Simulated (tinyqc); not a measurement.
# MOSFET in saturation, small-signal circuit and noise: what changes with what

Bias by the inversion coefficient IC = I/Ispec (charge-based model with velocity saturation; weak inversion below 0.1, strong above 10). Common-source circuit: gm, gds, Cgs, Cgd and Cj at the inner nodes, Rg in series with the gate; quasi-static, no source or drain resistance, no gate-body capacitance, no substrate network, no induced gate noise, so fmax is an upper estimate.

Parameters, values chosen for the exercise: temperature T = 300 K; gate length L = 28 nm; total gate width W = 5 um; gate capacitance Cox = 2.39 uF/cm^2; mobility mu = 190 cm^2/(V s); slope factor n = 1.35; velocity-saturation length Ls = 20 nm; ratio gds/gm sg = 0.15; overlap and fringe capacitance per side Cov = 0.39 fF/um; drain junction capacitance Cj = 0.63 fF/um; sheet resistance of the gate Rsh = 8 ohm; finger width Wf = 2 um; gate contact and vertical resistance Rc = 300 ohm um; inversion coefficient IC = 0.12; short-channel excess of the noise factor gw = 0.03; oxide trap density Nt = 3.2e17 cm^-3 eV^-1; tunnelling length into the oxide lt = 0.1 nm; Coulomb scattering coefficient ac = 3000 V s/C.

Constants: q = 1.602176634e-19 C, kB = 1.380649e-23 J/K, Vt = kB T/q. Results are converted to the units shown.

Each table varies one quantity; the others keep the values above.

## Integrated noise against bandwidth

Ispec = 2 n mu Cox (W/L) Vt^2, lc = Ls/L, gms = [sqrt((lc IC + 1)^2 + 4 IC) - 1]/[2 + lc (lc IC + 1)], gm = gms Ispec/(n Vt), gds = sg gm. qs = [sqrt(1 + 4 IC) - 1]/2, Cgs = Cox W L qs (2 qs + 3)/(3 (qs + 1)^2) + Cov W, Cgd = Cov W, Cd = Cj W, Rg = Rsh (Wf/L)/(12 Nf) + Rc/W with Nf = W/Wf fingers (not rounded) contacted at both ends. Channel noise Sid = 4 kB T gam n gm with gam = (1/2 + (2/3) qs)/(1 + qs) + gw lc IC, qs = [sqrt(1 + 4 IC) - 1]/2, lc = Ls/L (the last term an empirical rise with velocity saturation); at the gate, white noise Sw = Sid/gm^2 + 4 kB T Rg. Number fluctuation with correlated mobility: S(f) = K/f, K = q^2 Vt lt Nt/(W L Cox^2) (1 + ac mu Cox I/gm)^2, Vt in eV with Nt per eV. Corner fc = K/Sw. Mean square from f1 = 10 Hz to B: Sw (B - f1) + K ln(B/f1).

Results:

| B (Hz) | spot noise at B (nV/Hz^0.5) | white part (uV rms) | 1/f part (uV rms) | total (uV rms) |
|---|---|---|---|---|
| 1000 | 543.7 | 0.1665 | 36.89 | 36.89 |
| 10000 | 172.0 | 0.5288 | 45.18 | 45.19 |
| 1e5 | 54.62 | 1.673 | 52.17 | 52.20 |
| 1e7 | 7.586 | 16.73 | 63.90 | 66.05 |
| 1e8 | 5.563 | 52.91 | 69.02 | 86.97 |
| 1e9 | 5.318 | 167.3 | 73.79 | 182.9 |

Estimate the missing row, B = 1e6 Hz.

Computed row:

| B (Hz) | spot noise at B (nV/Hz^0.5) | white part (uV rms) | 1/f part (uV rms) | total (uV rms) |
|---|---|---|---|---|
| 1e6 | 17.99 | 5.291 | 58.33 | 58.57 |

With this row back in the table: The 1/f part adds the same power, K ln 10, in each decade and grows only from 36.9 to 73.8 uV; the white part grows as sqrt(B). It overtakes the 1/f part by B = 1e9 Hz among the rows, above the corner fc = 1.06e7 Hz of the spot noise.

## From weak to strong inversion

Same model as above.

fT = gm/(2 pi (Cgs + Cgd)), fmax = fT/(2 sqrt(Rg (gds + 2 pi fT Cgd))). The last column is the figure of merit (gm/I) fT.

Result of one run:

| IC | I (uA) | gm/I (1/V) | fT (GHz) | fmax (GHz) | (gm/I) fT (THz/V) |
|---|---|---|---|---|---|
| 30 | 4390 | 1.270 | 150.0 | 163.2 | 0.1905 |

What becomes of these results when the inversion coefficient IC is changed from 30 to 1, all else the same?

Result of the changed run:

| IC | I (uA) | gm/I (1/V) | fT (GHz) | fmax (GHz) | (gm/I) fT (THz/V) |
|---|---|---|---|---|---|
| 1 | 146.3 | 14.52 | 67.43 | 112.1 | 0.9791 |

The whole series:

| IC | I (uA) | gm/I (1/V) | fT (GHz) | fmax (GHz) | (gm/I) fT (THz/V) |
|---|---|---|---|---|---|
| 0.01 | 1.463 | 28.25 | 1.673 | 18.21 | 0.04725 |
| 0.03 | 4.390 | 27.49 | 4.809 | 30.82 | 0.1322 |
| 0.1 | 14.63 | 25.30 | 14.12 | 52.53 | 0.3572 |
| 0.3 | 43.90 | 21.16 | 32.79 | 79.28 | 0.6941 |
| 1 | 146.3 | 14.52 | 67.43 | 112.1 | 0.9791 |
| 3 | 439.0 | 8.274 | 106.3 | 139.1 | 0.8799 |
| 10 | 1463 | 3.413 | 138.3 | 157.3 | 0.4720 |
| 30 | 4390 | 1.270 | 150.0 | 163.2 | 0.1905 |
| 100 | 1.463e4 | 0.3953 | 153.1 | 164.4 | 0.06052 |

The efficiency gm/I falls from 28.2 to 0.395 1/V while fT rises from 1.67 to 153 GHz; fT goes as IC^(0.96) at the start and IC^(0.02) at the end (1/2 for a long channel, 0 at full velocity saturation, which sets in near IC = 1/lc^2 = 1.96). Their product goes from 0.0473 through a maximum of 0.979 (at IC = 1 among the rows listed) to 0.0605 THz/V. For IC = 0.01 to 0.03 fmax exceeds 4 fT, where channel resistance and substrate losses, left out here, would cap it. At IC = 100 the current passes 1.5 mA/um, where series resistance and heating matter.

## Effect of the overlap and fringe capacitance per side on speed and noise

Same model as above.

Corner fc = K/Sw. IC is held fixed.

The same in every row: I (uA) = 17.56; Rg (ohm) = 79.05; sqrt(Sw) (nV/Hz^0.5) = 5.291; fc (MHz) = 10.56.

Result of one run:

| Cov (fF/um) | fT (GHz) | fmax (GHz) |
|---|---|---|
| 0.05 | 84.81 | 338.6 |

What becomes of these results when the overlap and fringe capacitance per side Cov is changed from 0.05 to 0.45 fF/um, all else the same?

Result of the changed run:

| Cov (fF/um) | fT (GHz) | fmax (GHz) |
|---|---|---|
| 0.45 | 14.37 | 49.33 |

The whole series:

| Cov (fF/um) | fT (GHz) | fmax (GHz) |
|---|---|---|
| 0.05 | 84.81 | 338.6 |
| 0.15 | 38.11 | 137.0 |
| 0.25 | 24.58 | 86.01 |
| 0.35 | 18.14 | 62.70 |
| 0.45 | 14.37 | 49.33 |
| 0.55 | 11.90 | 40.67 |
| 0.65 | 10.16 | 34.59 |

As Cov goes from 0.05 to 0.65 fF/um, fT falls from 84.8 to 10.2 GHz, fmax falls from 339 to 34.6 GHz, the white noise stays at 5.29 nV/Hz^0.5 and the corner stays at 10.6 MHz.

tinyqc, about 0.01 s, one thread, Intel Xeon 2.30GHz (shared host): `OMP_NUM_THREADS=1 python tinyqc.py 2150123 2150124 out.jsonl`
